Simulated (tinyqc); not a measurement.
What moves the results: band gaps under pressure and temperature from deformation potentials. A value that a table varies takes the place of the one given here.

Murnaghan: V/V0 = (1 + Bp P/B0)^(-1/Bp), B0 = (C11 + 2 C12)/3. Each gap moves by a ln(V/V0) with its volume potential a, and falls with temperature by aV T^2/(T + bV) (Varshni); the two effects are added. No change of phase is considered.

Constants: hc = 1239.841984 eV nm.

Values chosen for the exercise (near those of GaAs, the X and L potentials typical of such crystals; shifted at random, so the results belong to these values and not to a real crystal):
```
symbol  value                  unit   meaning
Eg      1.537                  eV     gap at Gamma to the s-like level at 0 K, 0 GPa
EgX     2.016                  eV     gap to X at 0 K, 0 GPa
EgL     1.836                  eV     gap to L at 0 K, 0 GPa
C11     121.2                  GPa
C12     57.4                   GPa
Bp      4.05                          pressure derivative of the bulk modulus
aG      -8.38                  eV     volume potential of the Gamma gap
aX      2.09                   eV     volume potential of the X gap
aL      -2.72                  eV     volume potential of the L gap
aV      (0.563, 0.443, 0.601)  meV/K  Varshni alpha of Gamma, X, L
bV      (194, 212, 205)        K      Varshni beta of Gamma, X, L
T       200                    K      temperature
P       0.8                    GPa    pressure
```

## Gaps against pressure

The last column is the linear form E0 + c1 P for Gamma, c1 = -aG/B0.

Gaps (eV):
```
P (GPa)  ln(V/V0)  Gamma      X      L  lowest  Gamma, linear
0.00       0.0000  1.480  1.973  1.777   Gamma          1.480
1.00      -0.0124  1.584  1.947  1.810   Gamma          1.586
2.00      -0.0242  1.683  1.922  1.842   Gamma          1.693
3.00      -0.0355  1.777  1.899  1.873   Gamma          1.799
4.00      -0.0462  1.867  1.876  1.902   Gamma          1.906
5.00      -0.0566  1.954  1.855  1.930       X          2.012
6.00      -0.0665  2.037  1.834  1.957       X          2.119
7.00      -0.0760  2.117  1.814  1.983       X          2.226
8.00      -0.0852  2.194  1.795  2.008       X          2.332
```

What can be read from the table?

Over 8 GPa Gamma moves by +0.714, L by +0.232 and X by -0.178 eV. The lowest valley changes: Gamma to X between 4.00 and 5.00 GPa, and the fundamental gap peaks at 1.867 eV on these points. The linear form overshoots by 139 meV at the end, because the crystal stiffens; the gap is linear in ln V, not in P.

## Gaps against temperature

At the pressure P; wavelength hc/E of the lowest gap.

Gaps (eV):
```
T (K)   Gamma       X       L  lowest  wavelength (nm)
0      1.6205  1.9952  1.8631   Gamma            765.1
50     1.6147  1.9909  1.8572   Gamma            767.8
100    1.6014  1.9810  1.8434   Gamma            774.2
200    1.5634  1.9522  1.8037   Gamma            793.1
300    1.5179  1.9173  1.7560   Gamma            816.8
400    1.4689  1.8794  1.7042   Gamma            844.1
500    1.4177  1.8396  1.6500   Gamma            874.5
600    1.3652  1.7988  1.5943   Gamma            908.1
```

What can be read from the table?

From 0 to 100 K the Gamma gap falls by 19.1 meV, from 500 to 600 K by 52.5 meV: quadratic below bV, linear with a slope tending to aV = 0.563 meV/K above. Gamma stays lowest. A pressure of 0.96 GPa, with the slope -aG/B0 at zero pressure, would undo the fall of the Gamma gap from 0 to 300 K.

## What each parameter does

Gaps at P and T. Each row changes one parameter from the base and keeps the others.

Results:
```
case              Gamma (eV)  X (eV)  L (eV)
base                  1.5634  1.9522  1.8037
T = 250 K             1.5413  1.9352  1.7806
C11 = 133.32 GPa      1.5594  1.9532  1.8024
C12 = 63.14 GPa       1.5596  1.9531  1.8025
Bp = 4.455            1.5632  1.9522  1.8037
aG = -9.218 eV        1.5717  1.9522  1.8037
aX = 2.299 eV         1.5634  1.9501  1.8037
aL = -2.448 eV        1.5634  1.9522  1.8010
P = 0.72 GPa          1.5552  1.9542  1.8011
```

What does this show?

The largest shifts from the base row, up to three for each result and ties (the steps differ in size, so this ranks the rows, not the parameters). Gamma (eV): T -0.0221, aG +0.0084, P -0.0082; unchanged at the printed digits by aX and aL. X (eV): T -0.0169, aX -0.0021, P +0.0020; unchanged at the printed digits by Bp, aG and aL. L (eV): T -0.0232, aL -0.0027, P -0.0027; unchanged at the printed digits by Bp, aG and aX.

Run: tinyqc, `OMP_NUM_THREADS=1 python tinyqc.py 1080116 1080117 out.jsonl`; Intel(R) Xeon(R) Processor @ 2.30GHz, one thread, shared host; about 0.01 s of CPU time with all checks.
